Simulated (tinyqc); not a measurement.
Oxide trap near a transistor channel: two-state multiphonon kinetics, telegraph noise and bias instability: one step, computed by the program tinyqc.

An n-channel device under positive gate bias. The trap is empty (state 1) or holds an electron (state 2); both states are parabolas of equal curvature, and the electron reservoir is taken at the Fermi level of the channel.

Question. Many traps: 1/f noise. McWhorter number fluctuations for traps uniform in depth and energy: S_V = e^2 k_B T N_t lambda/(W L C_ox^2 f), C_ox = eps_ox eps_0/t_ox. The number of traps within k_B T in energy and one decade in time is N_t k_B T lambda ln(10) W L.

Inputs (values chosen for the exercise, with an insulator like SiO2 on silicon):
```
quantity                   value         unit
insulator constant eps_ox   3.82            -
insulator thickness t_ox     4.6           nm
temperature T                450            K
channel width W              240           nm
channel length L              55           nm
frequency f                10000           Hz
trap density N_t           6e+17  cm^-3 eV^-1
```

Parts treated: one trap and an ensemble.

attenuation length lambda = 0.08653423 nm

Constants: eps_0 = 8.8541878128e-12 F/m; e = 1.602176634e-19 C; k_B = 8.617333262e-05 eV/K.

Give: C_ox; 1/f noise S_V(f); active traps per decade.

Answer.

C_ox = 0.73528 microF/cm^2

1/f noise S_V(f) = 7.2421e-12 V^2/Hz

active traps per decade = 0.061195

With less than one active trap per decade a single device shows separate Lorentzians; 1/f is only the average over many devices. Caution: N_t k_B T lambda ln(10) W L, the number of active traps per decade, is below one, so S_V is only the mean over many devices.
